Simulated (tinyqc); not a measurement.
From results back to parameters: core-shell quantum dot (spherical envelope functions). Two cases, with inputs chosen for the exercise.

Problem. The lowest electron level was computed from a hidden shell thickness H.

Parabolic bands; strain and other valleys are left out. s states, u = r psi, hard wall at R + H, c = hbar^2/2m0, energies from the band edges of the core. Core: u = sin(k1 r)/k1, k1 = sqrt(m1 E/c). At R, psi and psi'/m are continuous, so u is continuous and its slope in the shell is s = u/R + (m2/m1)(u' - u/R). Shell: u(R + x) = u(R) cos(k2 x) + s sin(k2 x)/k2, k2 = sqrt(m2 (E - V)/c); for negative arguments the functions turn into sinh and cosh. A level has u(R + H) = 0.

Constants: hbar^2/2m0 = 3.80998211 eV angstrom^2.

Find: u(R); s; H.

Case 1.

Values chosen (near those of a CdTe/CdSe core-shell dot; not measured data):
- R = 27 angstrom (core radius)
- Vc = -0.319 eV (conduction edge of the shell above that of the core)
- me1 = 0.095 m0 (electron, core)
- me2 = 0.135 m0 (electron, shell)

E_e = -0.1095932 eV

Solution.

u(R) = 36.901 angstrom
s = 2.5122
H = 26.0 angstrom

u(R) and s follow from E_e; u(R + H) = 0 gives tan(k2 H) = -k2 u(R)/s, with the first positive root.

Case 2.

Values chosen (near those of an InP/GaP core-shell dot; not measured data):
- R = 22 angstrom (core radius)
- Vc = 0.428 eV (conduction edge of the shell above that of the core)
- me1 = 0.079 m0 (electron, core)
- me2 = 0.127 m0 (electron, shell)

E_e = 0.3260497 eV

Solution.

u(R) = 11.819 angstrom
s = -0.7056
H = 38.0 angstrom

u(R) and s follow from E_e; u(R + H) = 0 gives tanh(kappa H) = -kappa u(R)/s. The tanh is close to 1, so H is poorly fixed: the full digits of E_e are needed.

Computed by tinyqc, one run a case: `OMP_NUM_THREADS=1 python tinyqc.py N N+1 out.jsonl` with N = 1250487, 1250494; one thread of a shared Intel(R) Xeon(R) Processor @ 2.30GHz, about 0.05 s a run at most.
